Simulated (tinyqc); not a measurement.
From results back to parameters: image-charge renormalisation of a gap near a dielectric or metal. Five cases, with inputs chosen for the exercise.

Problem. A small molecule or defect in vacuum at height z above the image plane of a substrate has both its electron and hole levels stabilised by (e^2/4 pi eps0)(es - 1)/((es + 1) 4 z), so its gap shrinks by twice that. The reduced gap is given.

Constants: e^2/(4 pi eps0) = 14.39964547 eV angstrom.

Find: reduction; (es - 1)/(es + 1); z.

Method. z = (e^2/4 pi eps0)(es - 1)/((es + 1) 2 x reduction). Local and hybrid functionals miss this shift, since it is a non-local correlation effect.

Case 1.

Values chosen: E0 = 5.06 eV (quasiparticle gap far from the surface); es = 10000 (dielectric constant of the substrate (1e4: a metal)).

gap near the surface = 4.06022 eV

Solution.

reduction = 0.9998 eV
(es - 1)/(es + 1) = 0.9998
z = 7.20 angstrom

Case 2.

Values chosen: E0 = 4.51 eV (quasiparticle gap far from the surface); es = 2.3 (dielectric constant of the substrate (1e4: a metal)).

gap near the surface = 3.59507 eV

Solution.

reduction = 0.9149 eV
(es - 1)/(es + 1) = 0.3939
z = 3.10 angstrom

Case 3.

Values chosen: E0 = 6.25 eV (quasiparticle gap far from the surface); es = 4.5 (dielectric constant of the substrate (1e4: a metal)).

gap near the surface = 5.36890 eV

Solution.

reduction = 0.8811 eV
(es - 1)/(es + 1) = 0.6364
z = 5.20 angstrom

Case 4.

Values chosen: E0 = 8.99 eV (quasiparticle gap far from the surface); es = 25 (dielectric constant of the substrate (1e4: a metal)).

gap near the surface = 8.15925 eV

Solution.

reduction = 0.8307 eV
(es - 1)/(es + 1) = 0.9231
z = 8.00 angstrom

Case 5.

Values chosen: E0 = 8.69 eV (quasiparticle gap far from the surface); es = 11.7 (dielectric constant of the substrate (1e4: a metal)).

gap near the surface = 6.95686 eV

Solution.

reduction = 1.7331 eV
(es - 1)/(es + 1) = 0.8425
z = 3.50 angstrom

Computed by tinyqc, one run a case: `OMP_NUM_THREADS=1 python tinyqc.py N N+1 out.jsonl` with N = 1880060, 1880078, 1880089, 1880108, 1880140; one thread of a shared Intel(R) Xeon(R) Processor @ 2.30GHz, about 0.02 s a run at most.
